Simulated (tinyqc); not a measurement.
# Trap density from the barrier height

Problem. In a partly depleted grain with all boundary traps filled, 2 N W = Qt and VB = q N W^2/(2 eps0 eps_r). Find Qt, W and the doping at which VB would equal Vt.

Inputs (values chosen for the exercise): temperature T = 300 K; relative permittivity eps_r = 11.7.

Constants: q = 1.602176634e-19 C, kB = 1.380649e-23 J/K, Vt = kB T/q, eps0 = 8.8541878128e-14 F/cm where lengths are in cm. Results are converted to the units shown.

doping = 1.1e18 cm^-3
barrier height = 0.063445428 V

Answer. Eliminating W gives VB = q Qt^2/(8 eps0 eps_r N), which falls as 1/N.

Qt = 1.90e12 cm^-2
W = 8.64 nm
doping for VB = Vt = 2.70e18 cm^-3

tinyqc, about 0.01 s, one thread, Intel Xeon 2.30GHz (shared host): `OMP_NUM_THREADS=1 python tinyqc.py 2830202 2830203 out.jsonl`
